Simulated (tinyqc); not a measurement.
Inside a calculation. Method: CIS and TDHF on RHF in the 6-311g basis, for H2, spin multiplicity 1. One step of it, computed by the program tinyqc.

Question. TDHF (RPA) triplet states. B(ia,jb) = - (ib|ja); the squared energies are the eigenvalues of (A - B)(A + B); 1 hartree = 27.211386 eV.

CIS matrix A, triplet (hartree), lower triangle:
```
          1>2        1>3        1>4       1>5       1>6
1>2  0.435959
1>3  0.000000   0.543586
1>4  0.133220   0.000000   0.760855
1>5  0.000000  -0.117015   0.000000  2.328190
1>6  0.023960   0.000000  -0.151653  0.000000  2.694827
```

Two-electron integrals over orbitals (pq|rs), unique and non-zero (hartree):
```
(11|11) 0.662794    (21|21) 0.041732    (22|11) 0.343096    (22|22) 0.295278
(31|11) -0.136539   (31|22) -0.022522   (31|31) 0.054598    (32|21) 0.023760
(32|32) 0.041805    (33|11) 0.365681    (33|22) 0.272549    (33|31) -0.034681
(33|33) 0.282031    (41|21) -0.059800   (41|32) -0.011332   (41|41) 0.105374
(42|11) -0.133220   (42|22) -0.041773   (42|31) 0.036525    (42|33) -0.044196
(42|42) 0.050672    (43|21) 0.026071    (43|32) 0.017475    (43|41) -0.038083
(43|43) 0.023015    (44|11) 0.510222    (44|22) 0.324297    (44|31) -0.081151
(44|33) 0.315381    (44|42) -0.101548   (44|44) 0.443568    (51|11) -0.105310
(51|22) -0.008329   (51|31) 0.054418    (51|33) -0.024551   (51|42) 0.022802
(51|44) -0.055832   (51|51) 0.095466    (52|21) 0.001876    (52|32) 0.001720
(52|41) 0.000654    (52|43) -0.005842   (52|52) 0.009429    (53|11) 0.117015
(53|22) 0.029128    (53|31) -0.040919   (53|33) 0.036127    (53|42) -0.032806
(53|44) 0.074036    (53|51) -0.048107   (53|53) 0.038365    (54|21) -0.002110
(54|32) -0.020695   (54|41) -0.015333   (54|43) 0.005078    (54|52) -0.013946
(54|54) 0.036977    (55|11) 0.648553    (55|22) 0.332557    (55|31) -0.136311
(55|33) 0.359883    (55|42) -0.126059   (55|44) 0.494206    (55|51) -0.133625
(55|53) 0.126488    (55|55) 0.672561    (61|21) -0.028440   (61|32) 0.012320
(61|41) 0.069394    (61|43) -0.030179   (61|52) 0.020652    (61|54) -0.051659
(61|61) 0.102257    (62|11) -0.023960   (62|22) 0.011726    (62|31) 0.019452
(62|33) 0.000618    (62|42) 0.001264    (62|44) -0.006219   (62|51) 0.032897
(62|53) -0.013001   (62|55) -0.034513   (62|62) 0.018329    (63|21) 0.027526
(63|32) 0.001665    (63|41) -0.051631   (63|43) 0.018984    (63|52) -0.005088
(63|54) 0.020162    (63|61) -0.051100   (63|63) 0.033059    (64|11) 0.151653
(64|22) 0.021351    (64|31) -0.061724   (64|33) 0.041757    (64|42) -0.040108
(64|44) 0.091170    (64|51) -0.080142   (64|53) 0.051252    (64|55) 0.168885
(64|62) -0.031778   (64|64) 0.089339    (65|21) 0.072461    (65|32) 0.012405
(65|41) -0.131125   (65|43) 0.055167    (65|52) -0.019200   (65|54) 0.054120
(65|61) -0.137787   (65|63) 0.084830    (65|65) 0.234859    (66|11) 0.704941
(66|22) 0.351993    (66|31) -0.161400   (66|33) 0.373103    (66|42) -0.146457
(66|44) 0.544245    (66|51) -0.181378   (66|53) 0.151460    (66|55) 0.742410
(66|62) -0.048445   (66|64) 0.212322    (66|66) 0.855288
```

Give: TDHF matrix B, triplet; squared energies w^2; TDHF energies from the positive w^2.

Answer.

TDHF matrix B, triplet (hartree), lower triangle:
```
         1>2      1>3      1>4      1>5      1>6
1>2  -0.0417
1>3   0.0000  -0.0546
1>4   0.0598   0.0000  -0.1054
1>5   0.0000  -0.0544   0.0000  -0.0955
1>6   0.0284   0.0000  -0.0694   0.0000  -0.1023
```

squared energies w^2 (hartree^2): 0.1364  0.2822  0.6260  5.4431  7.3096

TDHF energies from the positive w^2 (eV): 10.0491  14.4555  21.5294  63.4855  73.5696
